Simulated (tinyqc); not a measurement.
Sheet resistance of a shallow doped layer with concentration-dependent mobility and limited activation: one step, computed by the program tinyqc.

A layer of one dopant lies in a background of the opposite type. Current flows parallel to the surface down to the junction; depletion is ignored.

Task: Local values. C(x) = C_s for x < l and C_s 10^(-(x - l)/abruptness) beyond. Active density N = min(C, C_a); carriers n = N - C_B; mobility mu = mu_min + (mu_max - mu_min)/(1 + ((N + C_B)/N_r)^alpha). Conductivity e n mu. Depths are 0, 0.2, 0.4, 0.6, 0.8 and 0.95 of x_j.

Inputs (values chosen for the exercise, modelled on phosphorus in silicon): surface concentration C_s = 1.1e+21 1/cm^3; length l = 20 nm; tail abruptness = 5.8 nm/decade; background C_B = 7.7e+16 1/cm^3; mobility floor mu_min = 68.7 cm^2/(V s); mobility mu_max = 1370 cm^2/(V s); reference density N_r = 9.08e+16 1/cm^3; exponent alpha = 0.691; anneal temperature T = 950 C.

Profile: box with exponential tail.

junction depth x_j = 44.09843 nm

active limit C_a = 4.233344e+20 1/cm^3

Constants: e = 1.602176634e-19 C.

Give: Along the depth.

Result:

Along the depth:
```
x (nm)  C (1/cm^3)  N (1/cm^3)  mu (cm^2/(V s))  conductivity (S/cm)
0.00     1.100e+21   4.233e+20             72.5            4.915e+03
8.82     1.100e+21   4.233e+20             72.5            4.915e+03
17.64    1.100e+21   4.233e+20             72.5            4.915e+03
26.46    8.468e+19   8.468e+19             80.1            1.086e+03
35.28    2.553e+18   2.553e+18            184.5            7.320e+01
41.89    1.848e+17   1.848e+17            491.4            8.485e+00
```
